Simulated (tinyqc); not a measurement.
Cyclotron resonance of ellipsoidal valleys, Ge type: sweeps and comparisons. A value that a table varies takes the place of the one given here.

Valleys along [111], [-111], [1-11], [11-1], mass ml along the axis and mt across it. B lies in the (1-10) plane, b = (sin(theta)/sqrt2, sin(theta)/sqrt2, cos(theta)). For the angle phi between B and the axis, 1/mc^2 = cos^2(phi)/mt^2 + sin^2(phi)/(mt ml). Resonance: h nu = 2 muB B/mc, h = 2 pi hbar.

Constants: hbar = 6.58211957e-16 eV s; muB = 5.788381798e-05 eV/T.

Inputs chosen for the exercise (near those of Ge; the results hold for these values, not for the real material):
```
symbol  value                        unit     meaning
ml      1.593                        m0       longitudinal mass
mt      0.084                        m0       transverse mass
ths     (0, 15, 30, 45, 60, 75, 90)  degrees  angles
g1      13.45                                 Luttinger gamma1
g2      4.26                                  gamma2
g3      5.66                                  gamma3
theta   61                           degrees  angle of B from [001] towards [110]
nu      35                           GHz      microwave frequency
```

## Rotating the field

mc against theta; [-111] and [1-11] stay equal in this plane.

Cyclotron masses (m0):
```
theta (degrees)   [111]  [-111]  [11-1]
0                0.1384  0.1384  0.1384
15               0.1073  0.1425  0.2059
30               0.0920  0.1561  0.3409
45               0.0852  0.1830  0.2973
60               0.0843  0.2315  0.1797
75               0.0892  0.3090  0.1267
90               0.1015  0.3658  0.1015
```

All valleys give one line at theta = 0, B along [001], with mc = 0.1384. The [111] valley reaches mt at 54.7 degrees, and [11-1] reaches its largest value sqrt(ml mt) = 0.3658 at 35.3 degrees, where B is perpendicular to it; the listed maximum of that branch is 0.3409. The pair [-111], [1-11] reaches the same value at 90 degrees.

## Heavy and light holes (cyclotron masses of warped hole bands)

E = c k^2 f(n) with f = g1 -/+ 2 sqrt(g2^2 + 3 (g3^2 - g2^2)(nx^2 ny^2 + ny^2 nz^2 + nz^2 nx^2)). For the orbit through k = 0 perpendicular to b = (sin(theta)/sqrt2, sin(theta)/sqrt2, cos(theta)), mc is the mean of 1/f over the directions n in that plane (180 evenly spaced angles). Quantum effects of the lowest levels are left out.

Cyclotron masses (m0):
```
theta (degrees)   heavy   light
0                0.2732  0.0434
15               0.2884  0.0430
30               0.3266  0.0422
45               0.3575  0.0415
60               0.3614  0.0415
75               0.3566  0.0418
90               0.3545  0.0420
```

The heavy mass varies by 32 % over the table, with its largest listed value at 60 degrees ([111] lies at 54.7) and its smallest at 0; the light mass varies by 4.6 %. The warping term enters both with the same size, but it is set against a small inverse mass in one and a large one in the other (along [111], g1 - 2 g3 = 2.13 and g1 + 2 g3 = 24.77).

## What each parameter does

Resonance fields B = h nu mc/(2 muB) of the valleys [111], [-111] and [11-1]. Each row changes one parameter from the base and keeps the others.

Results:
```
case                [111] (T)  [-111] (T)  [11-1] (T)
base                   0.1056      0.2948      0.2184
ml = 1.832 m0          0.1056      0.3024      0.2210
mt = 0.076 m0          0.0956      0.2717      0.1993
theta = 65 degrees     0.1066      0.3179      0.1965
nu = 38.5 GHz          0.1162      0.3243      0.2402
```

The largest shifts from the base row, up to three for each result and ties (the steps differ in size, so this ranks the rows, not the parameters). [111] (T): nu +0.0106, mt -0.0101, theta +0.0010; unchanged at the printed digits by ml. [-111] (T): nu +0.0295, theta +0.0232, mt -0.0231. [11-1] (T): theta -0.0219, nu +0.0218, mt -0.0190.

Program tinyqc; command `OMP_NUM_THREADS=1 python tinyqc.py 1251809 1251810 out.jsonl`; about 0.01 s on one thread of a shared Intel(R) Xeon(R) Processor @ 2.30GHz.
